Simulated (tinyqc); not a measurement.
Nudged elastic band on a two-dimensional model surface. Changing the step factor eta. Computed by tinyqc, a small Python program. Command: `OMP_NUM_THREADS=1 python tinyqc.py 3029256 3029257 out.jsonl neb sweep`. One thread of a shared host (Intel(R) Xeon(R) Processor @ 2.30GHz), about 0.2 s of CPU time with the checks.

V(x, y) = -A (cos kx + cos ky) - B cos kx cos ky + (C sin ky + S sin kx)(1 - cos kx), k = 2 pi/a; the atom hops from the minimum at (0, 0) to that at (a, 0).

Inputs (values chosen for the exercise, for a model surface):
```
quantity              value           unit
amplitude A             0.5             eV
amplitude B          -0.048             eV
skew C                0.094             eV
asymmetry S           -0.12             eV
period a                3.6       angstrom
movable images n          5              -
spring constant k_s    0.71  eV/angstrom^2
iteration cap           600              -
```

Surface: adatom on a square lattice. Climbing image: on.

Method:
- Newton steps x(new) = x - H^-1 grad V (moves limited to 0.3 angstrom) from (0, 0), (a, 0) and (a/2, 0) give the two minima and the saddle.
- Tangent at image i: towards the higher neighbour if the energies rise or fall through i; at a maximum or minimum, tau = t+ dmax + t- dmin if V(i+1) > V(i-1), else t+ dmin + t- dmax, with t+ = R(i+1) - R(i), t- = R(i) - R(i-1) and dmax, dmin the larger and smaller of |V(i+1) - V(i)| and |V(i-1) - V(i)|; then normalise. Force F = -grad V + (grad V.tau) tau + k_s (|t+| - |t-|) tau.
- With a climbing image, the highest image feels instead F = -grad V + 2 (grad V.tau) tau and no spring.
- Update R(new) = R + eta F; the end points stay fixed.
- Start on the straight line; stop when the largest force is below 1e-4 or above 1e6 eV/angstrom.

One run for each value:
```
step factor eta (angstrom^2/eV)  iterations  energy of the highest image (eV)
0.075                                   135                           0.92958
0.100                                   101                           0.92958
0.140                                    71                           0.92958
0.190                                    52                           0.92958
0.260                                    37                           0.92958
0.350                                    27                           0.92958
0.480                                    19                           0.92958
```

Over the rows, iterations falls from 135 to 19.0 (exponent d ln y / d ln x -1.0 between the first rows and -1.1 between the last). While the steps are short the count falls about as 1/eta; the converged energy does not depend on eta. Left out: 0.660, 0.900 (the iteration did not converge within its cap).

Extremes, crossings and ranges named in words are read from the listed rows.
